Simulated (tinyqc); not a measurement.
# Gated two-dimensional channel with two bands, quantum capacitance: two studies

phi is the Fermi level above the lowest band edge, in volts; Vg is counted from the gate voltage at which an empty channel would have phi = 0. The channel has no thickness; trap charge is -q Dit phi.

Parameters, values chosen for the exercise; lowest band close to that of monolayer WS2:
- T = 300 K (temperature)
- eox = 7.28 (relative permittivity of the gate insulator (close to silicon nitride))
- tox = 1.8 nm (insulator thickness)
- md = 0.324 m0 (in-plane mass)
- gv = 2 (valley degeneracy)
- m2 = 0.59 m0 (in-plane mass of a second band, chosen freely)
- g2 = 2 (valley degeneracy of that band, chosen freely)
- E2 = 0.28 eV (second band edge above the first)
- Dit = 2e12 cm^-2 eV^-1 (density of traps)
- Vg = 1.19 V (gate voltage)

Constants: q = 1.602176634e-19 C, kB = 1.380649e-23 J/K, hbar = 1.054571817e-34 J s, m0 = 9.1093837015e-31 kg, Vt = kB T/q, eps0 = 8.8541878128e-14 F/cm where lengths are in cm. Results are converted to the units shown.

Each table varies one quantity; the others keep the values above.

## Effect of the gate voltage

D1 = gv md m0 q/(pi hbar^2), D2 = g2 m2 m0 q/(pi hbar^2) per eV; n1 = D1 Vt ln(1 + exp(phi/Vt)), n2 = D2 Vt ln(1 + exp((phi - E2)/Vt)), n = n1 + n2; Cq = q dn/dphi = q [D1/(1 + exp(-phi/Vt)) + D2/(1 + exp((E2 - phi)/Vt))]. Cox = eps0 eox/tox; Vg = phi + q (n + Dit phi)/Cox. 1/C_G = 1/Cox + 1/(Cq + q Dit); dphi/dVg = Cox/(Cox + Cq + q Dit).

The same in every row: Cox (uF/cm^2) = 3.5810.

Result of one run:
```
Vg (V)    phi (V)  n (cm^-2)  Cq (uF/cm^2)  C_G (uF/cm^2)  dphi/dVg  share of the second band (%)
-0.09   -0.090993  2.0418e11        1.2471         1.0903   0.69554                     0.0036547
```

What becomes of these results when the gate voltage Vg is changed from -0.09 to 0.36 V, all else the same?

Result of the changed run:
```
Vg (V)   phi (V)  n (cm^-2)  Cq (uF/cm^2)  C_G (uF/cm^2)  dphi/dVg  share of the second band (%)
0.36    0.017535  7.6194e12        28.773         3.1886   0.10960                     0.0065183
```

The whole series:
```
Vg (V)    phi (V)  n (cm^-2)  Cq (uF/cm^2)  C_G (uF/cm^2)  dphi/dVg  share of the second band (%)
-0.2     -0.18381   5.7143e9      0.035400        0.32367   0.90961                     0.0036031
-0.09   -0.090993  2.0418e11        1.2471         1.0903   0.69554                     0.0036547
0.02    -0.039026  1.3973e12        7.8502         2.4898   0.30472                     0.0039863
0.13    -0.013701  3.2393e12        16.070         2.9389   0.17930                     0.0045801
0.24    0.0031344  5.2879e12        22.999         3.1043   0.13312                     0.0053808
0.36     0.017535  7.6194e12        28.773         3.1886   0.10960                     0.0065183
0.47     0.028891  9.8015e12        32.685         3.2305  0.097879                     0.0078617
0.58     0.039233  1.2008e13        35.578         3.2562  0.090706                     0.0095733
0.69     0.048938  1.4231e13        37.703         3.2728  0.086074                      0.011759
0.8      0.058225  1.6463e13        39.257         3.2839  0.082973                      0.014557
```

As Vg goes from -0.2 to 0.8, Cq rises from 0.0354 to 39.3 uF/cm^2, C_G/Cox rises from 0.0904 to 0.917 and n rises from 5.71e9 to 1.65e13 cm^-2. Cq is below Cox for Vg = -0.2, -0.09; there the density of states limits the response dn/dVg more than the insulator does.

## Effect of the in-plane mass

Same model as above.

The same in every row: Cox (uF/cm^2) = 3.581.

Effect of the in-plane mass:
```
md (m0)  phi (V)  n (cm^-2)  Cq (uF/cm^2)  C_G (uF/cm^2)  dphi/dVg  share of the second band (%)
0.02      0.2989   1.932e13         55.99          3.367   0.05979                         74.15
0.034     0.2893   1.955e13         51.08          3.348   0.06514                         57.97
0.057     0.2720   1.997e13         41.08          3.296   0.07962                         35.14
0.097     0.2337   2.091e13         24.28          3.126    0.1271                         9.406
0.16      0.1673   2.252e13         22.38          3.093    0.1363                        0.7175
0.28      0.1025   2.410e13         36.86          3.266   0.08785                       0.05507
0.47     0.06163   2.510e13         57.62          3.373   0.05821                       0.01089
0.8      0.03205   2.582e13         83.06          3.434   0.04118                      0.003373
```

As md goes from 0.02 to 0.8, Cq goes from 56.0 through a minimum of 22.4 (at md = 0.16 among the rows listed) to 83.1 uF/cm^2, C_G/Cox goes from 0.940 through a minimum of 0.864 (at md = 0.16 among the rows listed) to 0.959 and n rises from 1.93e13 to 2.58e13 cm^-2. Cq exceeds Cox in every row, so the insulator is the tighter limit, though Cq still cuts C_G by up to 14 %.

Computed by the program tinyqc: `OMP_NUM_THREADS=1 python tinyqc.py 2200013 2200014 out.jsonl`, one thread of a shared Intel Xeon 2.30GHz, about 0.01 s for the whole run.
